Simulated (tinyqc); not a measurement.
# Shallow acceptor in the spherical model (Baldereschi-Lipari), strong spin-orbit limit, step by step

A worked calculation. Computed by tinyqc, a small Python program that keeps every step. Command: `OMP_NUM_THREADS=1 python tinyqc.py 3009295 3009296 out.jsonl acceptor walk`. One thread of a shared host (Intel(R) Xeon(R) Processor @ 2.30GHz), about 0.01 s of CPU time with the checks. Intermediate numbers are printed to about 6 digits and carried at full precision; extremes and crossings named in words are read from the listed rows.

The 1S(3/2) state has an s envelope f(r) and a d envelope g(r). In effective units they obey -(f'' + 2f'/r + 2f/r) + mu (g'' + 5g'/r + 3g/r^2) = E f and -(g'' + 2g'/r - 6g/r^2 + 2g/r) + mu (f'' - f'/r) = E g. The cubic term, the split-off band and the central cell are left out.

Inputs (values chosen for the exercise, modelled on GaP):
```
quantity                  value  unit
Luttinger gamma_1          4.01     -
Luttinger gamma_2         0.491     -
Luttinger gamma_3          1.25     -
dielectric constant eps    10.7     -
spin-orbit gap Delta_so    77.7   meV
functions per channel n       3     -
smallest exponent zeta_1    1.1  1/a*
ratio beta of exponents     2.5     -
```

Constants: Ry = 13.605693123 eV; a_0 = 0.529177210903 angstrom.

## Effective units and couplings

Ry* = Ry/(gamma_1 eps^2), a* = a_0 eps gamma_1, mu = (6 gamma_3 + 4 gamma_2)/(5 gamma_1), delta = (gamma_3 - gamma_2)/gamma_1; spherical masses 1/(gamma_1 (1 - mu)) (heavy) and 1/(gamma_1 (1 + mu)) (light).

Ry* = 29.6353 meV

a* = 22.7054 angstrom

mu = 0.472020

delta = 0.189277

heavy-hole mass = 0.472322 m_0

light-hole mass = 0.169411 m_0

Caution: gamma_3 and gamma_2 differ by more than 0.17 gamma_1: band warping, left out here, adds several per cent to the binding.

## Matrices in a small basis

zeta_i = zeta_1 beta^(i-1), i = 1..n, in both channels. Basis: f_i = exp(-zeta_i r), g_i = r exp(-zeta_i r), weight r^2 dr, s = zeta_i + zeta_j. S_ff = 2/s^3, H_ff = zeta_i zeta_j S_ff - 2/s^2; S_gg = 24/s^5, H_gg = 8/s^3 + 24 zeta_i zeta_j/s^5 - 12/s^4; H(f_i, g_j) = mu (6 zeta_i^2/s^4 + 2 zeta_i/s^3); S_fg = 0. Each function is normalised by sqrt(S_ii).

H (Ry*), lower triangle (symmetric):
```
           f1       f2       f3       g1       g2       g3
f1      -0.99
f2  -0.608485   2.0625
f3  -0.135307  6.84546  33.5156
g1   0.824376  1.91093  2.42436  1.72333
g2    1.12919  5.15235  11.9433  3.63711  14.8958
g3   0.955756  7.05743  32.2022  3.86525  27.0783  103.411
```

S, lower triangle (symmetric):
```
         f1       f2       f3       g1       g2       g3
f1  1.00000
f2  0.73756  1.00000
f3  0.32802  0.73756  1.00000
g1  0.00000  0.00000  0.00000  1.00000
g2  0.00000  0.00000  0.00000  0.60209  1.00000
g3  0.00000  0.00000  0.00000  0.15601  0.60209  1.00000
```

## Lowest level in the small basis

H c = E S c with c^T S c = 1 and the largest component positive; the d weight is the part of the norm in g.

E = -1.24968 Ry*

coefficients: f1 0.836138, f2 0.160027, f3 -0.017986, g1 -0.285924, g2 -0.028438, g3 0.005762

d weight = 0.0916741

## Converged levels

Large basis: zeta_i = 0.08 x 1.55^(i-1), i = 1..20 in each channel; overlap eigenvalues below 1e-11 are dropped. Binding energies are -E Ry*; the mass that fits is E(1S) eps^2/Ry.

1S(3/2) binding in Ry* = 1.25685

1S(3/2) binding energy = 37.2471 meV

2S(3/2) binding energy = 10.1708 meV

d weight of 1S(3/2) = 0.0974463

Hydrogenic mass that fits = 0.313430 m_0

The small basis recovers 99.4 % of the binding. The ratio 2S/1S is 0.273 against the hydrogenic 0.25. The fitted mass is 66 % of the heavy-hole mass. Caution: the binding exceeds a fifth of the spin-orbit gap Delta_so, so the split-off band, left out, matters.

## One mass for the acceptor?

Hydrogenic binding Ry m/eps^2; the density-of-states mass is (m_H^(3/2) + m_L^(3/2))^(2/3); errors are against the large basis.

1S binding energy:
```
mass                     value (m_0)  binding (meV)  error (%)
light hole                  0.169411        20.1324   -45.9492
1/gamma_1                   0.249377        29.6353   -20.4362
mean of heavy and light     0.320867        38.1309     2.3728
heavy hole                  0.472322        56.1295    50.6948
density of states           0.537746        63.9043    71.5684
```

The coupled result, 37.25 meV, lies between the 1/gamma_1 value (no coupling) and the heavy-hole value; the closest single rule here is "mean of heavy and light", off by +2.4 %.

## Binding against mu

The formulas are those given above.

1S(3/2):
```
mu    binding (Ry*)  d weight  binding x (1 - mu)
0.10        1.00907  0.004236            0.908167
0.14        1.01796  0.008315            0.875445
0.28        1.07637  0.033555            0.774984
0.47        1.25404  0.096586            0.664643
0.50        1.29854  0.109789            0.649270
0.80        2.58020  0.298280            0.516040
0.90        4.76833  0.388180            0.476833
0.95        9.14465  0.440016            0.457233
```

The binding grows from 1.009 to 9.14 Ry*, slowly at first (second order in mu), while the d weight rises to 0.44. The last column, the binding in units of the heavy-hole Rydberg, falls to 0.457, towards about 0.44 as mu tends to 1.

Checks made by the program: mu = 0 against hydrogen, 1 and 1/4 (relative difference 4e-06); the coupling element from the adjoint operator (relative difference below 1e-10).
